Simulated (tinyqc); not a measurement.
Three-phonon processes in a diatomic chain: dispersion, energy and momentum conservation, and decay channels of optical phonons: one step, computed by the program tinyqc. Command: `OMP_NUM_THREADS=1 python tinyqc.py 3120325 3120326 out.jsonl threeph walk`. One thread of a shared host (Intel(R) Xeon(R) Processor @ 2.30GHz), about 0.05 s of CPU time with the checks.

Cell length a, two atoms, one spring constant. x = q a/pi runs from -1 to 1; A and O are the acoustic and optical branches. Matrix elements are not computed: only conservation laws and occupation factors are followed.

Task: Band edges. omega^2 = k (1/m + 1/M) -/+ k sqrt((1/m + 1/M)^2 - 4 sin^2(pi x/2)/(m M)); nu = 15.6333042 THz x sqrt(omega^2) for eV/(angstrom^2 u). Acoustic top sqrt(2 k/M), optical bottom sqrt(2 k/m), optical top sqrt(2 k (1/m + 1/M)).

Inputs (values chosen for the exercise, for a model chain): light mass m = 69.7 u; heavy mass M = 123 u; spring constant k = 6.5 eV/angstrom^2.

Constants: nu for 1 eV/(angstrom^2 u) = 15.6333042 THz.

Give: acoustic top; optical bottom; optical top; optical top over twice the acoustic top; optical bottom over twice the acoustic top; optical width over acoustic top.

Result:

acoustic top = 5.082 THz

optical bottom = 6.752 THz

optical top = 8.451 THz

optical top over twice the acoustic top = 0.8314

optical bottom over twice the acoustic top = 0.6642

optical width over acoustic top = 0.3343

The zone-centre optical phonon can decay into two acoustic ones: this needs M/m <= 3.
